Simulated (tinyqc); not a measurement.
Comparisons within one model: thin (001) film in sp3s* tight binding with raised dangling bonds. A value that a table varies takes the place of the one given here.

Planes alternate anion (a), cation (c) along [001], a/4 apart, starting with an anion; zero in-plane momentum; levels counted from the bulk Ev, the lower root of [[Epa, Vxx], [Vxx, Epc]]; no spin-orbit coupling. Block of s, pz, s*: from an anion to the cation above, Vss/2 (s,s), Vsapc/2 (s,z), -Vscpa/2 (z,s), Vxx/2 (z,z), Vxapc/2 (s*,z), -Vpaxc/2 (z,s*); to the cation below the same with the s-z and s*-z signs reversed. Block of u = (px + py)/sqrt2 and v = (px - py)/sqrt2: to the cation above (Vxx + Vxy)/2 for u and (Vxx - Vxy)/2 for v, to the cation below the reverse. Each surface atom has two dangling sp3 hybrids; raising both by dl adds (dl/2) [[1, t], [t, 1]] to its s, pz levels (t = -1 at the bottom face, +1 at the top) and dl to the one of u, v in whose plane the missing bonds lie (v for a bottom anion or a top cation, u for a top anion).

Inputs chosen for the exercise (near a published set for Si, fitted to gaps, whose masses and valley positions are rough; shifted at random, so the results belong to these values and not to a real crystal): p = (-4.197, 1.709, -4.197, 1.709, 6.71, 6.71, -8.308, 1.724, 4.562, 5.703, 5.703, 5.375, 5.375) eV (order Esa, Epa, Esc, Epc, Exa, Exc, Vss, Vxx, Vxy, Vsapc, Vscpa, Vxapc, Vpaxc); Nw = 25 (planes in the thicker film); a = 5.43 angstrom (lattice constant); dp = 30 eV (value of dl for the passivated films); Ns = (8, 11, 15, 20, 26, 36, 44, 67) (numbers of planes); N0 = 24 (first number of planes).

## States in the gap of a film

edges (eV): Gamma 3.44800, Delta 1.18103

Levels between 0 and the lower bulk edge, the largest weight on the two outer planes of both faces among them, and the nearest levels outside, for several shifts dl.

Film of Nw planes:

| dl (eV) | levels in the gap | at (eV) | surface weight | next above (eV) | next below (eV) |
|---|---|---|---|---|---|
| 0 | 2 | 0.273, 0.302 | 0.72 | 1.2220 | -0.0736 |
| 1 | 2 | 0.749, 0.755 | 0.82 | 1.2240 | -0.0716 |
| 2 | 1 | 1.181 | 0.39 | 1.1821 | -0.0703 |
| 3 | 0 | - | - | 1.2160 | -0.0695 |
| 5 | 0 | - | - | 1.2187 | -0.0685 |
| 10 | 0 | - | - | 1.2195 | -0.0674 |
| 30 | 0 | - | - | 1.2199 | -0.0663 |
| 100 | 0 | - | - | 1.2200 | -0.0658 |

Can the levels of the bare film be read as confined subbands?

No: with bare surfaces (dl = 0) 2 levels lie in the bulk gap, with up to 72 % of the weight on the four outer planes, two a face, where an even spread gives 16 %; these are dangling-bond states, not subbands. The reruns show the bulk gap clear from dl = 3 eV on, and at dl = 30 eV the next level above lies -0.1 meV from its value at 100 eV.

## Gap against thickness

Passivated films (finite dp, so levels can still be some meV from their limit), thickness N a/4. Highest level below mid-gap (either block) and the two lowest above it. The exponents are -d ln(shift)/d ln N between the sixth and the last film, for the valence level and for the mean of the two conduction levels.

Levels (eV):

| N | thickness (angstrom) | Ev1 | Ec1 | Ec2 | gap |
|---|---|---|---|---|---|
| 8 | 10.86 | -0.3519 | 1.4767 | 1.5593 | 1.8287 |
| 11 | 14.93 | -0.2644 | 1.3523 | 1.3918 | 1.6166 |
| 15 | 20.36 | -0.1603 | 1.2854 | 1.2912 | 1.4457 |
| 20 | 27.15 | -0.0892 | 1.2406 | 1.2465 | 1.3298 |
| 26 | 35.30 | -0.0572 | 1.2184 | 1.2193 | 1.2755 |
| 36 | 48.87 | -0.0322 | 1.2005 | 1.2019 | 1.2327 |
| 44 | 59.73 | -0.0223 | 1.1943 | 1.1951 | 1.2166 |
| 67 | 90.95 | -0.0105 | 1.1870 | 1.1870 | 1.1975 |

exponents: valence 1.80, conduction 1.96

What can be read from the table?

The gap is 1.829 eV at 10.9 angstrom and 1.198 eV at 91.0, against 1.181 eV in the bulk along this line. At 20 planes the conduction side gives 60 meV of the widening and the valence side 89 meV. A hard-walled parabolic band has exponent 2; departures come from the offset between N a/4 and the effective width, from non-parabolicity and from the termination (odd and even N end differently: in the direction of the bond rows at the two faces and, in a compound, in the kind of atom), which also makes single steps in N uneven. Ec1 and Ec2 are the doublet of the two Delta valleys along the normal.

## Valley splitting plane by plane

kz of the minimum = 0.73266 2 pi/a

Ten passivated films from N0 planes on; the phase is N pi k0/2 modulo pi, k0 the position of the bulk minimum.

Lowest doublet:

| N | phase/pi | mean shift (meV) | splitting (meV) |
|---|---|---|---|
| 24 | 0.792 | 44.12 | 2.479 |
| 25 | 0.158 | 40.85 | 3.970 |
| 26 | 0.525 | 37.82 | 0.922 |
| 27 | 0.891 | 35.20 | 2.501 |
| 28 | 0.257 | 32.83 | 2.584 |
| 29 | 0.624 | 30.64 | 0.128 |
| 30 | 0.990 | 28.73 | 2.211 |
| 31 | 0.356 | 26.95 | 1.535 |
| 32 | 0.722 | 25.33 | 0.690 |
| 33 | 0.089 | 23.89 | 1.796 |

How do the results move?

The splitting ranges from 0.13 meV (N = 29) to 3.97 meV (N = 25), while the mean shift goes from 44 to 24 meV and falls steadily. The splitting changes direction 6 times in these ten films, and one plane more changes it by up to 3.05 meV: it hangs on the phase between the two faces, which is why atomic steps matter.

## What each change does

A film of Nw planes with shift dp: highest level below mid-gap (half the lower bulk edge) and the two lowest above. Each row changes one parameter from the base and keeps the others.

Results:

| case | Ev1 (eV) | Ec1 (eV) | Ec2 (eV) |
|---|---|---|---|
| base | -0.0663 | 1.2199 | 1.2239 |
| Nw = 29 | -0.0507 | 1.2116 | 1.2117 |
| dp = 60 eV | -0.0660 | 1.2200 | 1.2239 |

What can be read from the table?

The largest shifts from the base row, up to three for each result and ties (the steps differ in size, so this ranks the rows, not the parameters). Ev1 (eV): Nw +0.0156, dp +0.0003. Ec1 (eV): Nw -0.0083, dp +0.0001. Ec2 (eV): Nw -0.0121; unchanged at the printed digits by dp. An odd change of Nw also changes which atoms end the film, so levels need not move as thickness alone would move them; the row for dp shows how far the passivation is from converged.

tinyqc: `OMP_NUM_THREADS=1 python tinyqc.py 1480243 1480244 out.jsonl`; about 0.4 s, one thread, shared Intel(R) Xeon(R) Processor @ 2.30GHz.
